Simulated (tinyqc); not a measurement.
Worked calculation: G0W0 on RHF in the sto-3g basis, for H2, spin multiplicity 1. One step of it, computed by the program tinyqc.

Task: G0W0 on Hartree-Fock: HOMO. W(p,q,m) = sqrt2 sum_ia (pq|ia) (X+Y)_ia,m; Sigma_c(x) = sum_(i,m) W^2/(x - e_i + w_m) + sum_(a,m) W^2/(x - e_a - w_m); solve x = e_p + Sigma_c(x) by Newton steps; Z = 1/(1 - dSigma/dx); 1 hartree = 27.211386 eV.

orbital energies (hartree): MO1 -0.525798, MO2 0.546529

Two-electron integrals over orbitals (pq|rs), unique and non-zero (hartree):
```
(11|11) 0.648828   (21|21) 0.189178   (22|11) 0.640757   (22|22) 0.673383
```

excitation energies w (hartree): 1.400474

X + Y:
```
            1
1>2  0.875036
```

Give: The 12 largest terms at x = e_p; Newton steps; quasiparticle energy of the HOMO; Hartree-Fock value.

Result:

The 12 largest terms at x = e_p (hartree; W for the signs of X + Y given):

| q | m | W | term |
|---|---|---|---|
| 2 | 1 | 0.234 | -0.022 |

Newton steps (hartree):

| step | x | Sigma_c(x) | Z |
|---|---|---|---|
| 0 | -0.526 | -0.022 | 0.991 |
| 1 | -0.548 | -0.022 | 0.991 |
| 2 | -0.548 | -0.022 | 0.991 |

quasiparticle energy of the HOMO = -14.905 eV

Hartree-Fock value = -14.308 eV
